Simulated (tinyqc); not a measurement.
Counting rate against photon rate.

True rate n = nph PDP (dark counts neglected); measured n/(1 + n td) for a non-paralysable detector, n exp(-n td) for a paralysable one.

Parameters, values chosen for the exercise: dead time td = 50 ns.

PDP = 0.243

Result of one run:

| n td | non-paralysable (1/s) | paralysable (1/s) |
|---|---|---|
| 0.0099630 | 1.9729e5 | 1.9728e5 |

Which photon rate nph gave this result: 8.2e5, 4.4e6, 1e7 or 2.9e8 1/s?

nph = 8.2e5 1/s.

The whole series:

| nph (1/s) | n td | non-paralysable (1/s) | paralysable (1/s) |
|---|---|---|---|
| 8.2e5 | 0.0099630 | 1.9729e5 | 1.9728e5 |
| 1.9e6 | 0.023085 | 4.5128e5 | 4.5116e5 |
| 4.4e6 | 0.053460 | 1.0149e6 | 1.0135e6 |
| 1e7 | 0.12150 | 2.1667e6 | 2.1520e6 |
| 2.3e7 | 0.27945 | 4.3683e6 | 4.2264e6 |
| 5.4e7 | 0.65610 | 7.9234e6 | 6.8086e6 |
| 1.2e8 | 1.4580 | 1.1863e7 | 6.7856e6 |
| 2.9e8 | 3.5235 | 1.5579e7 | 2.0786e6 |
| 6.6e8 | 8.0190 | 1.7782e7 | 52789 |

The non-paralysable rate climbs towards 1/td = 2.00e7 1/s and reaches 0.889 of it. The paralysable rate goes from 1.97e5 through a maximum of 6.81e6 (at nph = 5.4e7 1/s among the rows listed) to 52800 1/s; its true maximum, 1/(e td) = 7.36e6 1/s, lies at n td = 1, so a measured rate below that has two possible causes.

Program tinyqc, `OMP_NUM_THREADS=1 python tinyqc.py 2630037 2630038 out.jsonl`; Intel Xeon 2.30GHz, shared host, one thread, about 0.01 s.
